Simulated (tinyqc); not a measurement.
Stretching all distances: RHF, UHF, MP2, CISD and CCSD against full CI in the sto-3g basis, for BeH2, spin multiplicity 1. Computed by the program tinyqc with PySCF. All coordinates are multiplied by the scale. c0^2 is the weight of the RHF determinant in the lowest singlet FCI state (UHF is spin-contaminated and may lie near states of higher spin) and n(LUMO) the first natural occupation beyond the occupied space.

Geometry (angstrom):
```
atom       x        y       z
Be    0.0000   0.0000  0.0000
H     0.0000   1.2840  0.0000
H     0.0000  -1.2840  0.0000
```

Full CI energy (hartree) and errors against it (kcal/mol):
```
scale  distance 1-2 (angstrom)     E(FCI)      RHF     UHF     MP2    CISD   CCSD  <S^2> UHF   c0^2  n(LUMO)
0.900                    1.156  -15.57202   18.171  18.171   5.668   0.328  0.190      0.000  0.979    0.019
1.100                    1.412  -15.58940   24.419  24.419   8.523   0.598  0.298      0.000  0.967    0.035
1.290                    1.656  -15.54061   34.430  34.430  13.414   1.297  0.578      0.000  0.942    0.068
1.490                    1.913  -15.46978   50.507  49.485  21.776   3.138  1.331      0.257  0.890    0.139
1.690                    2.170  -15.40417   74.043  45.305  34.738   7.300  3.089      1.004  0.790    0.284
1.880                    2.414  -15.36108  105.265  33.936  52.743  13.772  4.979      1.238  0.619    0.538
```

What does the comparison show, and why?

UHF parts from RHF first at scale 1.49 of those listed, where <S^2> leaves zero. The weight c0^2 goes from 0.98 to 0.62 and n(LUMO) from 0.02 to 0.54: static correlation grows as the bonds break into open-shell fragments. The spread of the error along the curve, which distorts its shape, is CCSD 4.8, CISD 13.4, UHF 31.3, MP2 47.1, RHF 87.1 kcal/mol. The table stops here: at scale 2.08 and beyond, the reference weight falls under 0.45 or RHF, UHF or CCSD hop between solutions, so those rows were left out and the spreads given cover only the rows shown. As computed, partly on other solutions, the errors there reach in size RHF 146, UHF 29, MP2 75, CISD 18, CCSD 4 kcal/mol.
